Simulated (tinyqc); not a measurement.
Inside a calculation. Model: competing polymorphs of an oxide film: bulk, surface, grain-boundary, dopant and field terms. Computed by tinyqc, a small Python program that keeps every step. Command: `OMP_NUM_THREADS=1 python tinyqc.py 3014509 3014510 out.jsonl polymorph walk`. One thread of a shared host (Intel(R) Xeon(R) Processor @ 2.30GHz), about 0.01 s of CPU time with the checks. Intermediate numbers are printed to about 7 digits and carried at full precision; extremes and crossings named in words are read from the listed rows.

Phases: monoclinic m (reference), polar orthorhombic o, tetragonal t. Free energies per formula unit (f.u.); 1 J/m^2 x angstrom^3/nm = 6.241509 meV.

Inputs (values chosen for the exercise, for a model oxide):

| quantity | value | unit |
|---|---|---|
| energy of the polar phase o over m | 76.5 | meV/f.u. |
| energy of the tetragonal phase t over m | 128 | meV/f.u. |
| entropy of o over m | 0.0031 | meV/(f.u. K) |
| entropy of t over m | 0.049 | meV/(f.u. K) |
| surface energy of m | 3.04 | J/m^2 |
| surface energy of o | 2.41 | J/m^2 |
| surface energy of t | 2.31 | J/m^2 |
| grain-boundary energy over surface energy | 0.74 | - |
| volume per formula unit Omega | 33.4 | angstrom^3 |
| film thickness h | 14 | nm |
| grain radius R | 8.3 | nm |
| temperature T | 700 | K |
| dopant content x | 0.39 | % |
| shift of o per % of dopant | -7 | meV/f.u. |
| shift of t per % of dopant | -14 | meV/f.u. |
| polarisation of o | 44 | microcoulomb/cm^2 |
| field E | 2.9 | MV/cm |
| width sigma of ln R | 0.46 | - |
| interlayer thickness (SiO2) | 0.86 | nm |

Geometry: columnar grains in a film.

permittivities of m, o, t: 22  25  43

## Bulk terms

Bulk term b = H - T S + (shift) x, zero for m. The undoped bulk turns from m to t at T = H_t/S_t.

b (meV/f.u.): m 0.00, o 71.60, t 88.24

bulk m-t temperature = 2612.245 K

## Free energies of the grain

Area per volume: A = 2/h + f_b/R (two free faces; the side wall 2/R is shared by two grains and carries f_b gamma); G = b + gamma Omega A.

area per volume A = 0.2320138 1/nm

G less G(m) (meV/f.u.): m 0.00000, o 41.12874, t 52.93203

G(o) - G(m) = 41.12874 meV/f.u.

G(t) - G(o) = 11.80329 meV/f.u.

The lowest phase is m, by 41.1 meV/f.u. over o, as in the bulk terms. Caution: this is an equilibrium ranking; real films often keep the phase that nucleates first on cooling from t.

## Crossing points

With G = b + gamma Omega A (b the bulk free energy per formula unit, A the area per volume), two phases i, j cross at A_ij = (b_j - b_i)/(Omega (gamma_i - gamma_j)); o has a window only if A_mo < A_ot.

A_mo = 0.5451756 1/nm

A_ot = 0.7982102 1/nm

A_mt = 0.5798379 1/nm

o is lowest for A between 0.545 and 0.798 1/nm, m below and t above.

## Phase shares in a spread of grain sizes

Grain radii are log-normal by volume with median R and width sigma; the share with A above A* is that with radius below R*, R* = f_b/(A* - 2/h) (all grains if A* <= 2/h), share = (1/2) erfc[-ln(R*/R)/(sqrt 2 sigma)]. Effective permittivity of a layer of thickness h built of such grains, taken in parallel: sum of share x eps; EOT = interlayer + 3.9 h/eps.

volume shares: m 0.9994731, o 0.0005197, t 0.0000072

share of o = 5.196525e-04

effective permittivity = 22.00171

equivalent oxide thickness = 3.341625 nm

One phase holds nearly all the volume.

## A field

The polar phase gains -P E Omega (1 microcoulomb/cm^2 x MV/cm x angstrom^3 = 0.006241509 meV); the dielectric term -(1/2) eps_0 (eps - 1) E^2 Omega is left out. Where t lies below o, o is reached at E_up = [G(o) - G(t)]/(P Omega), else 0.

gain P E Omega = 26.60031 meV/f.u.

G(t) - G(o) in the field = 38.40361 meV/f.u.

crossing field E_up = 0 MV/cm

o already lies below t. m lies lower than both at zero field, so this holds only while m is avoided.

## Thickness series

Bulk term b = H - T S + (shift) x, zero for m. The median radius is held at R.

Against thickness:

| h (nm) | A at R (1/nm) | share m | share o | share t | eps | EOT (nm) |
|---|---|---|---|---|---|---|
| 3 | 0.7558233 | 0.0000000 | 0.8010919 | 0.1989081 | 28.58035 | 1.269372 |
| 4 | 0.5891566 | 0.0697162 | 0.9259487 | 0.0043351 | 24.86888 | 1.487290 |
| 6 | 0.4224900 | 0.9700417 | 0.0297929 | 0.0001654 | 22.09285 | 1.919166 |
| 8 | 0.3391566 | 0.9953734 | 0.0045872 | 0.0000393 | 22.01459 | 2.277242 |
| 11 | 0.2709748 | 0.9988722 | 0.0011147 | 0.0000132 | 22.00362 | 2.809679 |
| 15 | 0.2224900 | 0.9995605 | 0.0004333 | 0.0000063 | 22.00143 | 3.518918 |
| 22 | 0.1800657 | 0.9997998 | 0.0001969 | 0.0000034 | 22.00066 | 4.759883 |
| 35 | 0.1462995 | 0.9998903 | 0.0001076 | 0.0000021 | 22.00037 | 7.064442 |

From 3 to 35 nm the share of t goes from 0.20 to 0.00 and that of m from 0.00 to 1.00; the largest share of o is 0.93. A at the median radius runs from 0.756 down to 0.146 1/nm, against the crossings A_mo = 0.545, A_ot = 0.798 and A_mt = 0.580; the majority phase is o in the thinnest film and m in the thickest.

## Dopant series

The formulas are those given above.

Against dopant content:

| x (%) | A_mo (1/nm) | A_ot (1/nm) | share m | share o | share t |
|---|---|---|---|---|---|
| 0.0 | 0.5659623 | 0.929167 | 0.9996445 | 3.544272e-04 | 0.000001 |
| 1.0 | 0.5126630 | 0.593381 | 0.9990079 | 7.778132e-04 | 0.000214 |
| 2.0 | 0.4593637 | 0.257595 | 0.9946996 | 0 | 0.005300 |
| 3.0 | 0.4060644 | -0.078190 | 0.9574720 | 0 | 0.042528 |
| 4.0 | 0.3527652 | -0.413976 | 0.6379515 | 0 | 0.362048 |
| 5.0 | 0.2994659 | -0.749761 | 0.0000130 | 0 | 0.999987 |
| 6.5 | 0.2195169 | -1.253439 | 0.0000000 | 0 | 1.000000 |
| 8.0 | 0.1395680 | -1.757118 | 0.0000000 | 0 | 1.000000 |
| 10.0 | 0.0329694 | -2.428689 | 0.0000000 | 0 | 1.000000 |

The dopant lowers t by 14 and o by 7 meV per %, so A_ot falls faster than A_mo. The share of o stays under 2 % at every content listed. t holds the majority from x = 5 % on.

Checks made by the program: equal free energies at A_mt (relative difference below 1e-10).
